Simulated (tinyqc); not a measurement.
Donors with valley-orbit split 1s states: one step. Mobility and resistivity. Three cases, with inputs chosen for the exercise.

Task: Compare with full ionisation, n = ND - NA.

Mobility (Caughey-Thomas form): mu = mu0 + (mu1 (T/300)^(-ga) - mu0)/(1 + ((ND + NA)/Nr)^de); rho = 1/(e n mu), e = 1.602176634e-19 C.

Give: mu; rho; rho at full ionisation.

Case 1.

Values chosen (near those of As in Si; the results hold for these values, not for the real material): ND = 1.4e+16 1/cm^3 (donors); NA = 1.7e+15 1/cm^3 (compensating acceptors, all ionised); mu0 = 66 cm^2/(V s) (mobility at heavy doping); mu1 = 1382 cm^2/(V s) (mobility at light doping and 300 K); Nr = 1.1e+17 1/cm^3 (reference doping); de = 0.72 (doping exponent); ga = 2.3 (temperature exponent); T = 250 K.

n = 1.1732e+16 1/cm^3

Result:

mu = 1699.8 cm^2/(V s)
rho = 0.313 ohm cm
rho at full ionisation = 0.299 ohm cm

Incomplete ionisation raises rho by a factor 1.05.

Case 2.

Values chosen (near those of Sb in Si; the results hold for these values, not for the real material): ND = 2.9e+17 1/cm^3 (donors); NA = 0 1/cm^3 (compensating acceptors, all ionised); mu0 = 59 cm^2/(V s) (mobility at heavy doping); mu1 = 1337 cm^2/(V s) (mobility at light doping and 300 K); Nr = 9.2e+16 1/cm^3 (reference doping); de = 0.72 (doping exponent); ga = 2.3 (temperature exponent); T = 400 K.

n = 2.4419e+17 1/cm^3

Result:

mu = 251.0 cm^2/(V s)
rho = 0.102 ohm cm
rho at full ionisation = 0.0857 ohm cm

Incomplete ionisation raises rho by a factor 1.19.

Case 3.

Values chosen (near those of P in Si; the results hold for these values, not for the real material): ND = 1.1e+16 1/cm^3 (donors); NA = 0 1/cm^3 (compensating acceptors, all ionised); mu0 = 71 cm^2/(V s) (mobility at heavy doping); mu1 = 1438 cm^2/(V s) (mobility at light doping and 300 K); Nr = 1.1e+17 1/cm^3 (reference doping); de = 0.72 (doping exponent); ga = 2.3 (temperature exponent); T = 200 K.

n = 1.0291e+16 1/cm^3

Result:

mu = 3080.5 cm^2/(V s)
rho = 0.197 ohm cm
rho at full ionisation = 0.184 ohm cm

Incomplete ionisation raises rho by a factor 1.07.

Computed by tinyqc, one run a case: `OMP_NUM_THREADS=1 python tinyqc.py N N+1 out.jsonl` with N = 1681271, 1681274, 1681609; one thread of a shared Intel(R) Xeon(R) Processor @ 2.30GHz, about 0.01 s a run at most.
